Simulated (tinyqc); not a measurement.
Thermodynamics of metal silicides: hull, first phase, silicon consumed, nucleation and stability against SiO2: one step, computed by the program tinyqc. Command: `OMP_NUM_THREADS=1 python tinyqc.py 3017735 3017736 out.jsonl silphase walk`. One thread of a shared host (Intel(R) Xeon(R) Processor @ 2.30GHz), about 0.01 s of CPU time with the checks.

Entropies of formation of the solids are neglected, so heats stand for free energies. Si fractions: M2Si 0.3333, MSi 0.5000, MSi2 0.6667.

Question. Nucleation of MSi2 from MSi and Si. Where free silicon remains, MSi + Si -> MSi2 gains dH = 3 H(MSi2) - 2 H(MSi) per mole of M; per volume dG = |dH|/V(MSi2); r* = 2 gamma/dG, W* = 16 pi gamma^3/(3 dG^2). For comparison the same with MSi forming from the elements, 2 |H(MSi)|/V(MSi).

Inputs (values chosen for the exercise, of the order of those of cobalt silicides for heats and volumes only):
```
quantity                          value          unit
heat of formation of MSi          -46.3  kJ/mol atoms
heat of formation of MSi2         -33.7  kJ/mol atoms
change of interface energy gamma   0.12         J/m^2
temperature T                       725             K
```

Phases: M2Si, MSi, MSi2.

volumes of the three phases per mole of M (cm^3/mol): 9.84  13.2  23.1

Constants: e = 1.602176634e-19 C; k_B = 8.617333262e-05 eV/K.

Give: dH of the reaction; driving force; critical radius; barrier W*; W*/(k_B T); barrier for MSi from the elements.

Answer.

dH of the reaction = -8.5 kJ/mol M

driving force = 0.3680 kJ/cm^3

critical radius = 0.6522 nm

barrier W* = 1.335 eV

W*/(k_B T) = 21.36

barrier for MSi from the elements = 0.003672 eV

The barrier is 360 times that of MSi from the elements, since little energy is left to gain: nucleation may then delay this step to a higher temperature.
